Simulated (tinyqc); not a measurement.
From results back to parameters: deformation-potential model of the Delta valleys of a conduction band. Three cases, with inputs chosen for the exercise.

Problem. A uniaxial tension X1 along [100] acts on valleys along x, y, z, with shifts dE = Xd tr(e) + Xu a.e.a and Boltzmann shares. The ratio of the share of the y valleys to that of the x valleys is given.

s11 = (C11 + C12)/((C11 - C12)(C11 + 2 C12)), s12 = -C12/((C11 - C12)(C11 + 2 C12)), s44 = 1/C44; exx = s11 sxx + s12 (syy + szz) and cyclic, exy = s44 sxy/2; tension is positive. A uniaxial stress X along the unit vector n is s_ij = X n_i n_j.

Constants: kB = 8.617333262e-05 eV/K.

Case 1.

Values chosen (near those of Si; the results hold for these values, not for the real material): C11 = 167 GPa; C12 = 64.5 GPa; C44 = 80.3 GPa; X1 = 1.5 GPa (size of the stress); T = 200 K (temperature).

n_y/n_x = 2327.114

Case 2.

Values chosen (near those of Si; the results hold for these values, not for the real material): C11 = 165.8 GPa; C12 = 63.3 GPa; C44 = 79.6 GPa; X1 = 0.8 GPa (size of the stress); T = 300 K (temperature).

n_y/n_x = 15.04608

Case 3.

Values chosen (near those of Si; the results hold for these values, not for the real material): C11 = 171.4 GPa; C12 = 63 GPa; C44 = 83.9 GPa; X1 = 0.9 GPa (size of the stress); T = 77 K (temperature).

n_y/n_x = 191435.2

Find: splitting dE_x - dE_y; Xu.

Solution. The splitting is kT ln(n_y/n_x), and it equals Xu (exx - eyy) = Xu (s11 - s12) X1; Xd drops out.

Case 1.

splitting dE_x - dE_y = 133.61 meV
Xu = 9.13 eV

Case 2.

splitting dE_x - dE_y = 70.09 meV
Xu = 8.98 eV

Case 3.

splitting dE_x - dE_y = 80.70 meV
Xu = 9.72 eV

Computed by tinyqc, one run a case: `OMP_NUM_THREADS=1 python tinyqc.py N N+1 out.jsonl` with N = 1051104, 1051120, 1051198; one thread of a shared Intel(R) Xeon(R) Processor @ 2.30GHz, about 0.02 s a run at most.
